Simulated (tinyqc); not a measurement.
Transfer curve: field-effect mobility of a thin-film transistor with band-tail and deep states (multiple trapping). Computed by tinyqc, a small Python program. Command: `OMP_NUM_THREADS=1 python tinyqc.py 3011203 3011204 out.jsonl tft walk`. One thread of a shared host (Intel(R) Xeon(R) Processor @ 2.30GHz), about 0.04 s of CPU time with the checks.

A thick film in accumulation at small drain voltage. Only free electrons move; trapped ones still screen the gate. N_c and mu_0 are held fixed when T changes, leaving out the T^(3/2) growth of N_c. x = E_0 - psi is the distance of the Fermi level below the band edge.

Inputs (values chosen for the exercise, modelled on polycrystalline silicon):

| quantity | value | unit |
|---|---|---|
| permittivity eps | 11.7 | - |
| effective density of states N_c | 2.6e+19 | 1/cm^3 |
| band mobility mu_0 | 170 | cm^2/(V s) |
| tail density at the edge g_t | 1.2e+21 | 1/(eV cm^3) |
| tail width E_t | 53 | meV |
| deep-state density g_d | 9.2e+16 | 1/(eV cm^3) |
| flat-band Fermi level below the edge, E_0 | 0.55 | eV |
| equivalent oxide thickness t | 33 | nm |
| temperature T | 250 | K |

Deep states: included.

Constants: k_B = 8.617333262e-05 eV/K; e = 1.602176634e-19 C; eps_0 = 8.8541878128e-12 F/m.

Method:
- F_j(eta) = int_0^infinity x^j/(1 + exp(x - eta)) dx, without a gamma-function factor.
- Integrals over x = E/(k_B T) use 160 Gauss-Legendre points in u = sqrt(x) from 0 to sqrt(max(eta, 0) + 32).
- Free n(x) = N_c (2/sqrt(pi)) F_1/2(-x/k_B T), with F_1/2 from its two-term series in exp(-x/k_B T) for x >= 12 k_B T; tail n_t(x) = int_0^1.2eV g_t exp(-E/E_t)/(1 + exp((x - E)/k_B T)) dE, E counted down from the edge, 120 Gauss-Legendre points; deep charge g_d psi; space charge rho(psi) = n + n_t + g_d psi less its value at psi = 0.
- Poisson: F(psi) = sqrt((2 e/(eps eps_0)) int_0^psi rho dpsi'); V_G - V_FB = psi_s + eps F(psi_s) t/3.9; free sheet density N_f = int (n - n(E_0))/F dpsi; induced sheet density N_i = eps eps_0 F(psi_s)/e; trapezoid rule on 301 even points in psi, the first interval left out of N_f.
- mu_eff = mu_0 N_f/N_i; field-effect mobility mu_FE = mu_0 e (dN_f/dV_G)/C_ox and swing S = dV_G/dlog10(N_f), by a central difference of +/- 2 mV in psi_s; C_ox = 3.9 eps_0/t.

Against the band bending:

| psi_s (V) | V_G - V_FB (V) | N_f (1/cm^2) | mu_eff (cm^2/(V s)) | mu_FE (cm^2/(V s)) | S (mV/decade) |
|---|---|---|---|---|---|
| 0.19 | 0.619 | 9.0122e+05 | 5.4704e-04 | 1.7681e-03 | 306 |
| 0.28 | 1.238 | 2.5853e+07 | 7.0211e-03 | 2.6304e-02 | 590 |
| 0.34 | 1.990 | 2.4407e+08 | 3.8504e-02 | 1.4767e-01 | 991 |
| 0.40 | 3.267 | 2.2841e+09 | 2.0736e-01 | 8.0308e-01 | 1706 |
| 0.44 | 4.596 | 1.0096e+10 | 6.3233e-01 | 2.4651e+00 | 2457 |
| 0.48 | 6.499 | 4.4393e+10 | 1.9197e+00 | 7.5558e+00 | 3524 |
| 0.52 | 9.182 | 1.9080e+11 | 5.7338e+00 | 2.2629e+01 | 5057 |
| 0.56 | 12.820 | 7.3656e+11 | 1.5638e+01 | 5.7180e+01 | 7723 |
| 0.61 | 18.932 | 2.7193e+12 | 3.8632e+01 | 1.0634e+02 | 15325 |

The steepest swing among the rows is 306 mV/decade. mu_eff climbs from 5.5e-4 to 39, 23 % of mu_0 in the last row. Between rows 6 and 7 N_f scales as (V_G - V_FB - psi_s)^4.01; an exponential tail holding all the charge would give the larger of 1 and 2 E_t/k_B T - 1, here 3.92, and free charge alone 1; charge in deep states makes the exponent larger and lets it vary with V_G. The last row needs an oxide field above 5 MV/cm, near or beyond breakdown.
